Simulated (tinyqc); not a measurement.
Front-illuminated p-i-n photodiode, quantum efficiency and bandwidth: efficiency and bandwidth against the absorption coefficient.

Light enters through a p layer (0 to xp), a depleted layer (xp to xp + wi) and a thick n substrate, decaying as exp(-al x); one pass, no back reflection. Carriers made in the depleted layer are all collected; those in the neutral layers diffuse.

k = al Ln, s = S Ln/Dn, e = exp(-al xp); front layer f1 = (k/(k^2 - 1)) {[s + k - e (s cosh(xp/Ln) + sinh(xp/Ln))]/[s sinh(xp/Ln) + cosh(xp/Ln)] - k e}; depleted layer f2 = e (1 - exp(-al wi)); substrate f3 = e exp(-al wi) al Lp/(1 + al Lp); external efficiency (1 - Rf)(f1 + f2 + f3); responsivity = efficiency q lam/(h c). Drift response for pairs made in the depleted layer, a = al wi, g = 1 - exp(-a), u = 2 pi i f, te = wi/ve, th = wi/vh: electrons He = [g - a (exp(-a) - exp(-u te))/(u te - a)]/(u te g), holes Hh = [g - a (1 - exp(-a - u th))/(a + u th)]/(u th g); C = eps0 eps_r pi (dia/2)^2/wi + Cp; total |He + Hh|/sqrt(1 + (2 pi f RL C)^2), for the current of the depleted layer alone. Limits are the frequencies at which each factor falls to 1/sqrt(2); inverse-square sum (f_transit^-2 + f_RC^-2)^(-1/2); the diffusion currents f1 and f3 are left out of the bandwidth. lam is held fixed while al varies.

Inputs (values chosen for the exercise); values close to those of gallium arsenide at this wavelength:
- lam = 850 nm (wavelength)
- Rf = 0.05 (reflectance of the front face)
- eps_r = 12.7 (relative permittivity)
- xp = 0.47 um (thickness of the front p layer)
- wi = 1.7 um (thickness of the depleted layer)
- Dn = 70 cm^2/s (electron diffusion coefficient in the p layer)
- Ln = 0.21 um (electron diffusion length in the p layer)
- S = 200 cm/s (recombination velocity of the front surface)
- Lp = 3.8 um (hole diffusion length in the thick n substrate)
- ve = 7.72e6 cm/s (electron drift velocity)
- vh = 5.42e6 cm/s (hole drift velocity)
- dia = 270 um (diameter)
- RL = 50 ohm (load resistance)
- Cp = 10 fF (parasitic capacitance)

Constants: q = 1.602176634e-19 C, h = 6.62607015e-34 J s, c = 299792458 m/s, eps0 = 8.8541878128e-14 F/cm where lengths are in cm. Results are converted to the units shown.

The same in every row: RC limit (GHz) = 0.8383.

Efficiency and bandwidth against the absorption coefficient:

| al (1/cm) | f2 | f1 + f3 | responsivity (A/W) | transit limit (GHz) | 3 dB bandwidth (GHz) | inverse-square sum (GHz) | bandwidth x (1 - Rf) f2 (GHz) |
|---|---|---|---|---|---|---|---|
| 30 | 0.005080 | 0.01181 | 0.01100 | 20.21 | 0.8373 | 0.8376 | 0.004041 |
| 90 | 0.01512 | 0.03427 | 0.03217 | 20.23 | 0.8373 | 0.8376 | 0.01203 |
| 300 | 0.04903 | 0.1020 | 0.09835 | 20.27 | 0.8373 | 0.8376 | 0.03900 |
| 900 | 0.1360 | 0.2276 | 0.2368 | 20.41 | 0.8373 | 0.8376 | 0.1082 |
| 3000 | 0.3470 | 0.3341 | 0.4436 | 20.86 | 0.8373 | 0.8376 | 0.2760 |
| 9000 | 0.5132 | 0.2517 | 0.4982 | 21.89 | 0.8374 | 0.8377 | 0.4083 |
| 30000 | 0.2427 | 0.2725 | 0.3355 | 22.30 | 0.8375 | 0.8377 | 0.1931 |
| 90000 | 0.01455 | 0.2623 | 0.1803 | 20.65 | 0.8374 | 0.8376 | 0.01158 |
| 3e5 | 7.524e-7 | 0.2164 | 0.1409 | 20.17 | 0.8373 | 0.8375 | 5.985e-7 |

As al goes from 30 to 3e5, the responsivity goes from 0.0110 through a maximum of 0.498 (at al = 9000 among the rows listed) to 0.141 A/W and the bandwidth stays near 0.837 GHz. The RC limit is the lower one in every row. Adding inverse squares of the two limits is within 0.034 % of the full result. Strong absorption puts the pairs into the front layer, where they must diffuse against surface loss; weak absorption lets light pass beyond a diffusion length of the junction. In every row the diffusion currents exceed 0.3 of the drift current; their own response times, left out, may then shape the whole response.

Computed by the program tinyqc: `OMP_NUM_THREADS=1 python tinyqc.py 2250130 2250131 out.jsonl`, one thread of a shared Intel Xeon 2.30GHz, about 0.01 s for the whole run.
